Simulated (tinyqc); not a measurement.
Bias-temperature instability from a Gaussian distribution of capture and emission barriers: one step, computed by the program tinyqc. Command: `OMP_NUM_THREADS=1 python tinyqc.py 3020931 3020932 out.jsonl bti walk`. One thread of a shared host (Intel(R) Xeon(R) Processor @ 2.30GHz), about 0.01 s of CPU time with the checks.

Each trap has a capture time tau_0 exp(E_c/(k_B T)) under stress and an emission time tau_0 exp(E_e/(k_B T)) after it. E_c is Gaussian, and E_e = E_c + d with d Gaussian and independent. A trap counts as filled once t_s exceeds its capture time and as emptied once t_r exceeds its emission time.

Question. Stress. Demarcation energies E_s = k_B T ln(t_s/tau_0), E_r = k_B T ln(t_r/tau_0); mean barrier mu = mu_c - k_F F; z = (E_s - mu)/sigma_c; Phi is the standard normal distribution. Temperatures in kelvin are T(C) + 273.15. Shift without recovery dV0 = V_max Phi(z); local time exponent n = d ln dV0/d ln t_s = (k_B T/sigma_c) exp(-z^2/2)/(sqrt(2 pi) Phi(z)); apparent activation energy n E_s.

Inputs (values chosen for the exercise, for a model p-channel transistor):

| quantity | value | unit |
|---|---|---|
| shift with all traps filled V_max | 300 | mV |
| mean capture barrier at zero field mu_c | 1.64 | eV |
| spread of capture barriers sigma_c | 0.22 | eV |
| lowering of mu_c per field k_F | 0.033 | eV/(MV/cm) |
| oxide field F | 4.1 | MV/cm |
| time constant tau_0 | 1e-11 | s |
| temperature T | 25 | C |
| stress time t_s | 1000 | s |

Constants: k_B = 8.617333262e-05 eV/K.

Give: E_s; mean barrier mu; z; shift without recovery dV0; time exponent n; apparent activation energy.

Answer.

E_s = 0.8282 eV

mean barrier mu = 1.5047 eV

z = -3.075

shift without recovery dV0 = 0.3159 mV

time exponent n = 0.3916

apparent activation energy = 0.3243 eV

The stress has filled 0.11 % of the traps. The apparent energy 0.324 eV is only the share n of the barriers near 0.83 eV that are being crossed.
